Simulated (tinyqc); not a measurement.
Starting guesses with plain Roothaan steps: SCF starting guesses in the 6-31g basis, for H4, spin multiplicity 3. Computed by the program tinyqc with PySCF. UHF with one setting changed at a time; a run stops when the energy changes by less than 1e-09 hartree and the error matrix is below 1e-5. Starts: the lowest orbitals of the core Hamiltonian, of the Wolfsberg-Helmholz matrix (K = 1.75), projected atomic densities, random orbitals, and the highest orbitals of the core Hamiltonian (a deliberately bad start).

Geometry (angstrom):
```
atom       x       y       z
H     0.0000  0.0000  0.0000
H     0.0000  0.0000  0.9330
H     0.0000  1.0450  0.0000
H     0.0000  1.0450  0.9330
```

lowest solution found by these runs and by PySCF with stability checks = -1.982945 hartree

Largest element of the error matrix X^T (FDS - SDF) X:
```
iteration     core  Wolfsberg-Helmholz  atomic densities   random  highest core orbitals
1          1.7e-01             1.9e-01           1.3e-01  3.0e-01                1.0e-01
2          3.0e-02             4.4e-02           1.5e-02  1.2e-01                2.1e-02
3          6.7e-03             1.1e-02           2.9e-03  3.4e-02                2.6e-03
4          2.1e-03             3.7e-03           9.2e-04  1.3e-02                6.8e-04
5          7.3e-04             1.4e-03           4.0e-04  6.1e-03                1.7e-04
6          2.7e-04             5.4e-04           1.6e-04  3.2e-03                4.2e-05
8          3.8e-05             7.6e-05           2.3e-05  1.3e-03                4.9e-06
10         5.3e-06             1.1e-05           3.2e-06  6.5e-04                      -
14               -                   -                 -  1.6e-04                      -
20               -                   -                 -  2.1e-05                      -
```

How each run ends:
```
run                    iterations  E (hartree)         state
core                           11     -1.98294  lowest found
Wolfsberg-Helmholz             12     -1.98294  lowest found
atomic densities               10     -1.98294  lowest found
random                         25     -1.98294  lowest found
highest core orbitals           9     -1.98294  lowest found
```

What does the comparison show, and why?

5 of 5 runs reach the lowest solution found, in 9 to 25 iterations (fastest: highest core orbitals). The first errors are 2e-01, 2e-01, 1e-01, 3e-01, 1e-01.
